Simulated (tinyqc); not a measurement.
Inside a calculation. Method: coherent transport through a tight-binding region between two chains. One step of it, computed by the program tinyqc.

Task: Transmission at E = -0.3 eV. Surface Green function g = (E - i sqrt(4 t^2 - E^2)) / (2 t^2); self-energy tc^2 g on each contact site; G = (E - H - Sigma)^(-1); Gamma = -2 Im Sigma; T = Gamma_L Gamma_R |G_LR|^2; local density of states -Im G_ii / pi.

H of the central region (eV):
```
           1          2          3          4          5
1   0.000000  -1.680000   0.000000   0.000000  -1.680000
2  -1.680000   0.810000  -1.680000   0.000000   0.000000
3   0.000000  -1.680000   0.810000  -1.680000   0.000000
4   0.000000   0.000000  -1.680000   0.810000  -1.680000
5  -1.680000   0.000000   0.000000  -1.680000   0.000000
```

Leads: semi-infinite chains with site energy 0:
```
parameter                           value
lead hopping t (eV)              1.020000
coupling to the left lead (eV)   0.770000
coupling to the right lead (eV)  1.360000
left contact site                       1
right contact site                      5
```

E = -0.300000 eV

Give: g; G; local density of states; transmission.

Result:

g = -0.1442-0.9697i 1/eV

G (1/eV):
```
                 1                2                3                4
1   0.8512-0.6995i   0.4578-0.4094i  -0.5488+0.4290i  -0.8204+0.6929i
2   0.4578-0.4094i   0.1278-0.6593i   0.2219-0.0261i   0.0188+0.6420i
3  -0.5488+0.4290i   0.2219-0.0261i   0.6954-0.4463i   0.8328-0.2687i
4  -0.8204+0.6929i   0.0188+0.6420i   0.8328-0.2687i   0.5314-0.8195i
5   0.0068+0.0288i  -0.2094+0.4503i  -0.1451+0.2687i   0.1136-0.2728i

                 5
1   0.0068+0.0288i
2  -0.2094+0.4503i
3  -0.1451+0.2687i
4   0.1136-0.2728i
5   0.2202-0.4489i
```

local density of states (1/eV): 0.2227  0.2098  0.1421  0.2609  0.1429

transmission = 0.0036
